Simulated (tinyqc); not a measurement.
Plane-wave Kohn-Sham cycle with exchange-only LDA in a layered model solid, step by step. Computed by tinyqc, a small Python program that keeps every step. Settings: points = 16, plane-wave index or count = 2, electrons = 2, k points = 3, area = 29.0, mixing = 0.1, iteration cap = 74. Command: `OMP_NUM_THREADS=1 python tinyqc.py 30487 30488 out.jsonl` (the two numbers bound the seeds that draw the settings). One thread of a shared host (Intel(R) Xeon(R) Processor @ 2.60GHz), about 0.02 s of CPU time with the checks. Later iterations appear only in the table of the cycle.

## Iteration 1: potential

A solid whose potential varies along x alone (atomic units):
```
parameter,value
period a,6.200000
cross-section of the cell,29.000000
electrons per cell,2
grid points,16
"plane waves -n..n, n",2
k points,3
V1 in V1 cos(2 pi x/a),-0.240000
V2 in V2 cos(4 pi x/a),-0.180000
```

density at the start, on the grid x_j = j a/N (e/bohr^3): 0.01112347  0.01112347  0.01112347  0.01112347  0.01112347  0.01112347  0.01112347  0.01112347  0.01112347  0.01112347  0.01112347  0.01112347  0.01112347  0.01112347  0.01112347  0.01112347

V_H(G) = 4 pi rho(G)/G^2 for G != 0 (uniform background); v_x = -(3 rho/pi)^(1/3); V = V_ext + V_H + v_x; Fourier components f(G_m) = (1/N) sum_j f(x_j) exp(-i G_m x_j).

Potentials on the grid (hartree):
```
x,V_ext,V_H,v_x,V
0.000000,-0.420000,0.000000,-0.219822,-0.639822
0.387500,-0.349010,0.000000,-0.219822,-0.568832
0.775000,-0.169706,0.000000,-0.219822,-0.389527
1.162500,0.035435,0.000000,-0.219822,-0.184387
1.550000,0.180000,0.000000,-0.219822,-0.039822
1.937500,0.219123,0.000000,-0.219822,-0.000698
2.325000,0.169706,0.000000,-0.219822,-0.050116
2.712500,0.094452,0.000000,-0.219822,-0.125370
3.100000,0.060000,0.000000,-0.219822,-0.159822
3.487500,0.094452,0.000000,-0.219822,-0.125370
3.875000,0.169706,0.000000,-0.219822,-0.050116
4.262500,0.219123,0.000000,-0.219822,-0.000698
4.650000,0.180000,0.000000,-0.219822,-0.039822
5.037500,0.035435,0.000000,-0.219822,-0.184387
5.425000,-0.169706,0.000000,-0.219822,-0.389527
5.812500,-0.349010,0.000000,-0.219822,-0.568832
```

V(G_m), m = 0, 1, 2, ... (hartree): -0.219822  -0.120000  -0.090000  0.000000  0.000000

## Iteration 1: Hamiltonian at one k

k = 0.000000 2 pi / a

H(m,m') = (k + G_m)^2/2 delta + V(G_m - G_m'), with V(-G) = V(G).

H (hartree), lower triangle:
```
,-2,-1,+0,+1,+2
-2,1.834206
-1,-0.120000,0.293685
+0,-0.090000,-0.120000,-0.219822
+1,0.000000,-0.090000,-0.120000,0.293685
+2,0.000000,0.000000,-0.090000,-0.120000,1.834206
```

## Iteration 1: levels at that k

Diagonalise the Hermitian matrix.

eigenvalues (hartree): -0.291507  0.260186  0.373825  1.844067  1.849391

## Iteration 1: new density

Motion across x is left out: the lowest 1 band(s) hold two electrons at each of the k points (j + 1/2)/nk - 1/2. Residual R = rho(out) - rho(in); rho(new) = rho(in) + 0.1 R. rho(out) = 2/(a A nk) sum |psi|^2 with psi = sum c exp(i G x). Harris energy E = band energy - dV sum rho (V_H/2 + v_x) + (3/4) dV sum rho v_x with rho(in), dV = a A/N, band energy = (2/nk) sum of the filled levels.

rho(out) (e/bohr^3): 0.02798987  0.02545925  0.01929523  0.01250073  0.00732232  0.00427581  0.00281770  0.00225809  0.00212739  0.00225809  0.00281770  0.00427581  0.00732232  0.01250073  0.01929523  0.02545925

density after iteration 1 (e/bohr^3): 0.01281011  0.01255705  0.01194065  0.01126120  0.01074336  0.01043870  0.01029289  0.01023693  0.01022386  0.01023693  0.01029289  0.01043870  0.01074336  0.01126120  0.01194065  0.01255705

energy per cell = -0.43574759 hartree

## Iteration 2: potential

As before.

Potentials on the grid (hartree):
```
x,V_ext,V_H,v_x,V
0.000000,-0.420000,0.016315,-0.230414,-0.634099
0.387500,-0.349010,0.014765,-0.228886,-0.563132
0.775000,-0.169706,0.010568,-0.225078,-0.384216
1.162500,0.035435,0.004838,-0.220725,-0.180452
1.550000,0.180000,-0.001178,-0.217289,-0.038467
1.937500,0.219123,-0.006512,-0.215215,-0.002603
2.325000,0.169706,-0.010578,-0.214208,-0.055081
2.712500,0.094452,-0.013091,-0.213819,-0.132459
3.100000,0.060000,-0.013938,-0.213728,-0.167666
3.487500,0.094452,-0.013091,-0.213819,-0.132459
3.875000,0.169706,-0.010578,-0.214208,-0.055081
4.262500,0.219123,-0.006512,-0.215215,-0.002603
4.650000,0.180000,-0.001178,-0.217289,-0.038467
5.037500,0.035435,0.004838,-0.220725,-0.180452
5.425000,-0.169706,0.010568,-0.225078,-0.384216
5.812500,-0.349010,0.014765,-0.228886,-0.563132
```

V(G_m), m = 0, 1, 2, ... (hartree): -0.219661  -0.116487  -0.090604  -0.000123  -0.000007

## Iteration 2: Hamiltonian at one k

k = 0.000000 2 pi / a

As before.

H (hartree), lower triangle:
```
,-2,-1,+0,+1,+2
-2,1.834366
-1,-0.116487,0.293846
+0,-0.090604,-0.116487,-0.219661
+1,-0.000123,-0.090604,-0.116487,0.293846
+2,-0.000007,-0.000123,-0.090604,-0.116487,1.834366
```

## Iteration 2: levels at that k

As before.

eigenvalues (hartree): -0.288229  0.256939  0.375170  1.843653  1.849230

## Iteration 2: new density

As before.

rho(out) (e/bohr^3): 0.02779056  0.02529215  0.01920530  0.01249212  0.00737014  0.00435266  0.00290850  0.00235696  0.00222933  0.00235696  0.00290850  0.00435266  0.00737014  0.01249212  0.01920530  0.02529215

density after iteration 2 (e/bohr^3): 0.01430816  0.01383056  0.01266711  0.01138429  0.01040603  0.00983010  0.00955445  0.00944893  0.00942441  0.00944893  0.00955445  0.00983010  0.01040603  0.01138429  0.01266711  0.01383056

energy per cell = -0.42882895 hartree

## Convergence

Stop when sqrt(dV sum R^2) is below 1e-8, dV = a A/N.

Course of the cycle:
```
iteration,E (hartree),norm of the residual
1,-0.43574759,1.22e-01
2,-0.42882895,1.09e-01
3,-0.42320580,9.65e-02
4,-0.41870852,8.56e-02
5,-0.41514991,7.58e-02
6,-0.41235500,6.72e-02
7,-0.41017166,5.95e-02
8,-0.40847272,5.27e-02
9,-0.40715445,4.66e-02
10,-0.40613362,4.13e-02
11,-0.40534421,3.65e-02
...,...,...
64,-0.40265240,6.14e-05
65,-0.40265240,5.45e-05
66,-0.40265239,4.83e-05
67,-0.40265239,4.28e-05
68,-0.40265239,3.80e-05
69,-0.40265239,3.37e-05
70,-0.40265239,2.99e-05
71,-0.40265239,2.65e-05
72,-0.40265239,2.35e-05
73,-0.40265239,2.09e-05
74,-0.40265239,1.85e-05
```

Not converged within 74 iterations: the residual falls steadily but slowly, by a factor of about 0.89 a step. Reruns (cap 100 unless said): mixing 0.5, Kerker q0 1.0: converged in 51 (E = -0.40265); mixing 0.3, Pulay depth 5: converged in 9 (E = -0.40265); the original settings with a cap of 400: converged in 138 (E = -0.40265).
